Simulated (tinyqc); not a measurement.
## Thermal resistances of a two-die stack

Question. Heat leaves through the lower die only, and the system is linear. Find the resistance R1 from the lower die to the coolant, R2 between the dies, and the rise of the upper die when both are powered.

Values chosen for this exercise: power of the lower die P1 = 43 W; power of the upper die P2 = 3.9 W.

rises of the lower and upper die with only the lower one powered (K): 11.18  11.18
rises of the lower and upper die with only the upper one powered (K): 1.014  2.535

Answer. With only the lower die powered no heat crosses R2, so both dies rise by P1 R1; the difference in the second test is P2 R2; rises add.

R1 = 0.260 K/W
R2 = 0.390 K/W
rise of the upper die = 13.7 K

Numbers from tinyqc (`OMP_NUM_THREADS=1 python tinyqc.py 2162079 2162080 out.jsonl`; about 0.03 s on one thread of a shared Intel Xeon 2.30GHz).
